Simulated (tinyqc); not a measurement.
Out-diffusion of a doped substrate or buried layer into a growing epitaxial film: one step, computed by the program tinyqc. Command: `OMP_NUM_THREADS=1 python tinyqc.py 3021819 3021820 out.jsonl buried walk`. One thread of a shared host (Intel(R) Xeon(R) Processor @ 2.30GHz), about 0.03 s of CPU time with the checks.

x is counted from the original substrate surface into the film, whose surface moves as x = v t. Substrate dopant has one diffusivity; the dopant of the film is taken as uniform.

Problem. Profile in the film. After growth and the later budget: l2 = 2 sqrt(D t + (Dt)2); C(x) = (C_s/2) erfc(x/l2) + share x C_s exp(-x/decay length) for x > 0 (autodoping taken as unchanged by the later budget). The transition x_t solves C(x) = C_e, the metallurgical junction. Positions are 0.05, 0.2, 0.4, 0.6, 0.8, 1, 1.25 and 1.5 of x_t with autodoping (any beyond the film thickness are formal); net doping = |C - C_e|.

Inputs (values chosen for the exercise, modelled on phosphorus in silicon): substrate concentration C_s = 3.2e+18 1/cm^3; film doping C_e = 1.1e+16 1/cm^3; growth temperature T = 1125 C; autodoping level at the start, as a share of C_s = 0.0004; decay length of autodoping = 0.23 um.

Film doping: opposite type.

x_t with autodoping = 0.2708758 um

length l2 = 0.1410989 um

Give: Concentrations (1/cm^3).

Solution.

Concentrations (1/cm^3):
```
x/x_t   x (um)   diffusion  autodoping  net doping
0.05   0.01354  1.4272e+18  1.2068e+15  1.4174e+18
0.20   0.05418  9.3942e+17  1.0114e+15  9.2943e+17
0.40   0.10835  4.4398e+17  7.9913e+14  4.3378e+17
0.60   0.16253  1.6531e+17  6.3143e+14  1.5494e+17
0.80   0.21670  4.7774e+16  4.9892e+14  3.7273e+16
1.00   0.27088  1.0606e+16  3.9421e+14           0
1.25   0.33859  1.1033e+15  2.9367e+14  9.6030e+15
1.50   0.40631  7.4443e+13  2.1877e+14  1.0707e+16
```
